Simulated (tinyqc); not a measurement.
## Free and trapped electrons in a MOS channel with a dense trap tail: effect of the temperature

p-type body, charge-sheet picture, full ionisation (an idealisation for deep acceptors), Boltzmann statistics for free electrons. e = Ec - EF at the surface. Acceptor-like traps of density D(E) = D0 + De exp(-E/Ew) at depth E below Ec, from 0 to Eu, hold n_t = integral of D(E)/(1 + exp((e - E)/Vt)). psi = Eg - Vt ln(Nv/Na) - e; N_dep = sqrt(2 eps0 eps_r Na (psi - Vt)/q); n_f = sqrt(N_dep^2 + 2 eps0 eps_r Vt Nc exp(-e/Vt)/q) - N_dep; Vg = Vfb + psi + q (N_dep + n_t + n_f)/Cox, Cox = eps0 eox/tox.

Nc and Nv are given at 300 K and scale as (T/300 K)^1.5; Eg, Vfb and mf are held fixed. VT is the Vg for n_f = 1e11 cm^-2; swing ln 10 n_f/(dn_f/dVg) at n_f = 1e8 cm^-2; the last three columns are for Vg = VT + 3 V, with free share n_f/(n_f + n_t) and field-effect mobility mf q (dn_f/dVg)/Cox; there EF is near the band edge, where Boltzmann statistics are rough.

Parameters, values chosen for the exercise; band and dielectric values close to those of 4H silicon carbide:
- Eg = 3.24 eV (band gap)
- eps_r = 9.89 (relative permittivity)
- Nc = 1.68e19 cm^-3 (conduction-band density of states at the reference temperature)
- Nv = 2.54e19 cm^-3 (valence-band density of states at the reference temperature)
- eox = 3.9 (relative permittivity of the insulator)
- tox = 37 nm (insulator thickness)
- Na = 1e16 cm^-3 (acceptor density)
- Vfb = -2.72 V (flat-band voltage without trapped charge)
- D0 = 1e10 cm^-2 eV^-1 (constant background density of acceptor-like traps)
- De = 3.4e12 cm^-2 eV^-1 (density of the tail at the conduction edge)
- Ew = 0.11 eV (decay energy of the tail)
- Eu = 0.89 eV (depth below Ec down to which the traps reach)
- mf = 85 cm^2/(V s) (mobility of free electrons)

Constants: q = 1.602176634e-19 C, kB = 1.380649e-23 J/K, Vt = kB T/q, eps0 = 8.8541878128e-14 F/cm where lengths are in cm. Results are converted to the units shown.

Effect of the temperature:

| T (K) | e at VT (eV) | VT (V) | q n_t/Cox at VT (V) | swing (mV/decade) | n_f (cm^-2) | free share (%) | field-effect mobility (cm^2/(V s)) |
|---|---|---|---|---|---|---|---|
| 200 | 0.04514 | 1.963 | 0.4495 | 101.0 | 1.699e12 | 82.22 | 83.08 |
| 250 | 0.06866 | 1.815 | 0.3742 | 101.4 | 1.660e12 | 82.46 | 82.05 |
| 300 | 0.09446 | 1.671 | 0.3068 | 102.6 | 1.629e12 | 83.01 | 80.96 |
| 350 | 0.1222 | 1.532 | 0.2488 | 105.8 | 1.608e12 | 83.80 | 79.96 |
| 400 | 0.1516 | 1.400 | 0.2002 | 111.3 | 1.594e12 | 84.78 | 79.11 |
| 450 | 0.1824 | 1.273 | 0.1602 | 118.7 | 1.585e12 | 85.86 | 78.44 |
| 500 | 0.2146 | 1.151 | 0.1277 | 127.8 | 1.580e12 | 87.00 | 77.93 |
| 550 | 0.2481 | 1.033 | 0.1015 | 138.2 | 1.578e12 | 88.13 | 77.57 |

What does the comparison show?

As T goes from 200 to 550, VT falls from 1.96 to 1.03 V, its part due to traps falls from 0.450 to 0.102 V, the swing rises from 101 to 138 mV/decade and the field-effect mobility falls from 83.1 to 77.6 cm^2/(V s). On heating the same n_f is reached with EF deeper in the gap, where fewer tail states are filled.

Program tinyqc, `OMP_NUM_THREADS=1 python tinyqc.py 2222204 2222205 out.jsonl`; Intel Xeon 2.30GHz, shared host, one thread, about 0.02 s.
